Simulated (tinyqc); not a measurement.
Floating body of a partially depleted SOI transistor: body voltage and kink: one step of the calculation.

Source at 0 V. Channel current Ic = 2 nf K Vt^2 [F(0) - F(Vd)](1 + la Vd), F(V) = ln^2(1 + exp((Vg - VT - nf V)/(2 nf Vt))), VT = VT0 - gb Vb. Saturation voltage Vs = 2 Vt sqrt(F(0)) + 3 Vt, excess Ve = (Vd - Vs + sqrt((Vd - Vs)^2 + 0.0004 V^2))/2, multiplication M1 = Ai Ve exp(-Bl/Ve). Each junction passes D(v) = J1 (exp(v/Vt) - 1) + J2 (exp(v/(2 Vt)) - 1). Bipolar current Ib = bb J1 (exp(Vb/Vt) - 1). The body settles where M1 (Ic + Ib) = D(Vb) + D(Vb - Vd) + Vb/Rb; drain current Id = (1 + M1)(Ic + Ib) - D(Vb - Vd).

Task. New Vb. Current into the body I_in = M1 (Ic + Ib) - D(Vb - Vd), current out I_out = D(Vb) + Vb/Rb; f = ln(I_in/I_out), s = df/dVb by central differences over 1e-5 V, Vb(new) = Vb - f/s.

Values chosen for this exercise; values of the order met in partially depleted silicon-on-insulator transistors:
```
symbol,value,unit,meaning
T,358,K,temperature
VT0,0.54,V,threshold at zero body voltage
gb,0.24,,fall of the threshold per volt of body voltage
nf,1.39,,slope factor
K,140,uA/(V^2 um),gain factor per width
la,0.06,1/V,channel-length modulation factor
Ai,3.1,1/V,impact-ionisation prefactor
Bl,6.8,V,impact-ionisation voltage
J1,1.3e-10,uA/um,diffusion saturation current of each junction
J2,9.3e-9,uA/um,recombination saturation current of each junction
bb,3,,gain of the lateral bipolar transistor on the diffusion current
Rb,7e5,kohm um,"resistance of a weak body tie to the source (1e9 stands for no tie, and the term is then dropped)"
Vg,0.46,V,gate voltage
Vd,2.4,V,drain voltage
```

Constants: q = 1.602176634e-19 C, kB = 1.380649e-23 J/K, Vt = kB T/q. Results are converted to the units shown.

Vb at the start = 0.82 V

Wanted: Ic; Ve; M1; I_in; I_out; f; s; Vb after iteration 1.

Result.

Ic = 1.071 uA/um
Ve = 2.209 V
M1 = 0.3155
I_in = 43.36 uA/um
I_out = 45.46 uA/um
f = -0.04736
s = -0.4817 1/V
Vb after iteration 1 = 0.7217 V

Range of the model: The multiplication law is an empirical form chosen for the exercise; self-heating and capacitive coupling to the body are left out, and the linear laws are rough once Vb passes about 0.7 V or M1 about 0.1.

Computed by the program tinyqc: `OMP_NUM_THREADS=1 python tinyqc.py 2182251 2182252 out.jsonl`, one thread of a shared Intel Xeon 2.30GHz, about 0.2 s for the whole run.
